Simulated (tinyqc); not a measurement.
Dopant redistribution at a moving silicon-oxide interface during parabolic oxidation: one step, computed by the program tinyqc. Command: `OMP_NUM_THREADS=1 python tinyqc.py 3005944 3005945 out.jsonl segox walk`. One thread of a shared host (Intel(R) Xeon(R) Processor @ 2.30GHz), about 0.01 s of CPU time with the checks.

Uniformly doped silicon is oxidised with x_ox = sqrt(B t); the interface advances into the silicon by alpha x_ox, alpha = 0.44. The dopant does not move in the oxide, and at the interface C(silicon) = m C(oxide).

Question. Rates. D = D0 exp(-E/(k_B T)), converted with 1 cm^2/s = 3.6e11 um^2/h; B = B0 exp(-E_B/(k_B T)); s = alpha sqrt(B/(4 D)), the interface advance over 2 sqrt(D t). Temperatures in kelvin are T(C) + 273.15.

Inputs (values chosen for the exercise, modelled on boron in silicon under dry oxygen):
```
quantity                         value    unit
dopant prefactor D0              0.953  cm^2/s
dopant activation energy E        3.53      eV
oxidation prefactor B0             707  um^2/h
oxidation activation energy E_B   1.22      eV
temperature T                     1150       C
time t                             1.4       h
```

Constants: k_B = 8.617333262e-05 eV/K.

Give: D; B; s; oxide thickness; diffusion length 2 sqrt(D t).

Answer.

D = 0.1083 um^2/h

B = 0.03381 um^2/h

s = 0.1229

oxide thickness = 0.2176 um

diffusion length 2 sqrt(D t) = 0.7788 um

Diffusion outruns the interface. Caution: in this case the oxide is not much thicker than a typical Deal-Grove length A, so real growth is slower than parabolic. Caution: parabolic growth needs an oxide much thicker than the Deal-Grove length A, which fails for thin films and low temperatures; oxidation-enhanced or retarded diffusion is ignored.
